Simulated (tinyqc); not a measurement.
Worked calculation: Hubbard ring of 5 sites. Computed by tinyqc, a small Python program that keeps every step. Settings: hopping = 1.49, U = 9.7, mixing = 1, iteration cap = 88. Command: `OMP_NUM_THREADS=1 python tinyqc.py 21196 21197 out.jsonl` (the two numbers bound the seeds that draw the settings). One thread of a shared host (Intel(R) Xeon(R) Processor @ 2.60GHz), about 0.3 s of CPU time with the checks. Later iterations appear only in the table of the cycle.

## Mean-field iteration 1

one-body matrix (hopping and site energies) (eV):
```
           1          2          3          4          5
1  -0.400000  -1.490000   0.000000   0.000000  -1.490000
2  -1.490000   0.990000  -1.490000   0.000000   0.000000
3   0.000000  -1.490000  -0.150000  -1.490000   0.000000
4   0.000000   0.000000  -1.490000  -0.060000  -1.490000
5  -1.490000   0.000000   0.000000  -1.490000   0.340000
```

U = 9.700000 eV

electrons, up and down: 3  2

mixing = 1

n(up) at the start (a guess, not normalised): 1 0.900000, 2 0.300000, 3 0.900000, 4 0.300000, 5 0.900000

n(down) at the start (a guess): 1 0.100000, 2 0.700000, 3 0.100000, 4 0.700000, 5 0.100000

H(up) = T + U n(down), H(down) = T + U n(up); fill the lowest levels; n(new) = n + mixing (n(out) - n); E = tr T (rho up + rho down) + U sum n_up n_down of the output.

levels, up (eV): -0.975832  0.332887  2.043180  7.393160  8.416605

levels, down (eV): 2.029123  3.246949  7.454947  9.457351  10.541630

energy = -0.827432 eV

n(up) after iteration 1: 1 0.958139, 2 0.074016, 3 0.924604, 4 0.106447, 5 0.936794

n(down) after iteration 1: 1 0.076517, 2 0.869847, 3 0.092334, 4 0.915239, 5 0.046063

## Mean-field iteration 2

As before.

levels, up (eV): -1.215755  0.322826  1.768258  9.277766  9.966905

levels, down (eV): 0.346346  1.254727  7.850186  9.463617  10.905124

energy = -1.100295 eV

n(up) after iteration 2: 1 0.974085, 2 0.049398, 3 0.949628, 4 0.058670, 5 0.968219

n(down) after iteration 2: 1 0.036222, 2 0.932178, 3 0.058112, 4 0.946002, 5 0.027486

## Convergence

Each step fills the lowest levels of T + U n(other spin) and sets n(new) = n + mixing (n(out) - n); stop when output and input agree to 1e-8.

Course of the cycle:
```
iteration       E (eV)  largest |n(out) - n(in)|  mean |n_up - n_down|
1          -0.82743205                  2.26e-01              0.841849
2          -1.10029457                  6.23e-02              0.908045
3          -1.11198154                  8.34e-03              0.919182
4          -1.11230709                  1.74e-03              0.921044
5          -1.11231541                  2.02e-04              0.921329
6          -1.11231562                  4.19e-05              0.921375
7          -1.11231562                  5.13e-06              0.921382
8          -1.11231562                  1.03e-06              0.921384
9          -1.11231562                  1.31e-07              0.921384
10         -1.11231562                  2.56e-08              0.921384
11         -1.11231562                  3.32e-09              0.921384
```

local moments n_up - n_down: 1 0.947048, 2 -0.899962, 3 0.907173, 4 -0.903498, 5 0.949239

Converged in 11 iterations. But random starts reach -1.11685 eV, so this is another stationary point, not the lowest one. Reruns (cap 100 unless said): mixing 0.2: converged in 93 to a higher stationary point (E = -1.11232); mixing 0.5: converged in 32 to a higher stationary point (E = -1.11232); mixing 0.9: converged in 14 to a higher stationary point (E = -1.11232). Before convergence this energy mixes input and output and is not variational, so it may rise towards its limit.

## Exact diagonalisation (100 states)

Lowest levels of the sector, and the double occupancy of the lowest state.

lowest levels (eV): -1.943151  -1.928010  -1.007932  -0.832069  -0.816996  -0.088687

double occupancy per site = 0.048130

The mean-field solution above lies 0.8308 eV above the exact energy.

## The lowest level by Lanczos steps

From a random start vector (not printed): a_j = <q_j|H|q_j>, b_j = norm of the remainder after orthogonalising; the Ritz value is the lowest eigenvalue of the tridiagonal matrix of a and b so far.

Lanczos:
```
j    a_j (eV)  b_j (eV)  lowest Ritz value (eV)
1   10.347555  7.361065             10.34755454
2   11.071325  8.310671              3.33948470
3    9.961483  6.301417             -0.51238455
4   14.198514  6.963773             -1.38994102
5   12.594073  6.923802             -1.64896715
6   12.051027  8.376084             -1.75864594
7   12.893857  6.098919             -1.85615760
8   12.553693  4.930243             -1.90082854
9   11.235630  7.907271             -1.91080399
10   9.698091  6.050053             -1.92071611
```
